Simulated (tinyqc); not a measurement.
Isotherms: adsorption as a lattice gas: isotherms with interactions, competition, desorption peaks and saturation dose. Computed by tinyqc, a small Python program. Command: `OMP_NUM_THREADS=1 python tinyqc.py 3027214 3027215 out.jsonl adsorb walk`. One thread of a shared host (Intel(R) Xeon(R) Processor @ 2.30GHz), about 0.1 s of CPU time with the checks.

One adsorbate per site; a molecule needs 1 empty site. Gas and surface have the same temperature.

Inputs (values chosen for the exercise, for a model surface):

| quantity | value | unit |
|---|---|---|
| desorption energy E | 1.7 | eV |
| prefactor nu | 4.5e+14 | 1/s |
| pair energy w (positive repels) | -0.012 | eV |
| neighbours z | 6 | - |
| site density N_s | 4.7 | 1/nm^2 |
| molecular mass M | 161 | u |
| sticking coefficient s0 | 0.0067 | - |
| temperature T | 558 | K |
| pressure p | 0.042 | Pa |
| blocking by a second gas, K_B p_B | 0.29 | - |

Adsorption: molecular (first order).

Constants: u = 1.6605390666e-27 kg; k_B = 1.380649e-23 J/K; k_B = 8.617333262e-05 eV/K.

Method. Flux F = p/sqrt(2 pi M k_B T); k_d = nu exp(-E/(k_B T)); s0 F (1 - theta) = N_s k_d theta, so y = s0 F/(N_s k_d), theta = y/(1 + y). With a second gas on the same sites theta = y/(1 + y + K_B p_B). With u = w/(k_B T). Mean field: theta/(1 - theta) = y exp(-z u theta). Quasi-chemical: theta/(1 - theta) = y [(r - 1 + 2 theta)(1 - theta)/((r + 1 - 2 theta) theta)]^(-z/2) exp(-z u/2), r = sqrt(1 - 4 theta (1 - theta)(1 - exp(-u))).

u = -0.249560

Coverage; the first column is ln y - z u/2:

| ln y - z u/2 | no interaction | mean field | quasi-chemical |
|---|---|---|---|
| -5.0 | 0.00318 | 0.00319 | 0.00319 |
| -3.0 | 0.02301 | 0.02382 | 0.02393 |
| -2.0 | 0.06016 | 0.06600 | 0.06672 |
| -1.0 | 0.14821 | 0.18719 | 0.19075 |
| -0.5 | 0.22293 | 0.31495 | 0.31953 |
| 0.0 | 0.32111 | 0.50000 | 0.50000 |
| 0.5 | 0.43815 | 0.68505 | 0.68047 |
| 1.0 | 0.56250 | 0.81281 | 0.80925 |
| 2.0 | 0.77753 | 0.93400 | 0.93328 |
| 3.0 | 0.90476 | 0.97618 | 0.97607 |
| 5.0 | 0.98595 | 0.99681 | 0.99681 |

What follows from these numbers?

At half coverage the slope d theta/d ln y is 1/4 without interaction, 1/(4 + z u) = 0.400 in mean field and 0.386 in the pair theory, 1/[4 + 2 z (exp(u/2) - 1)]. Attraction steepens the filling towards a step; the two theories differ by at most 0.0046 in these rows.
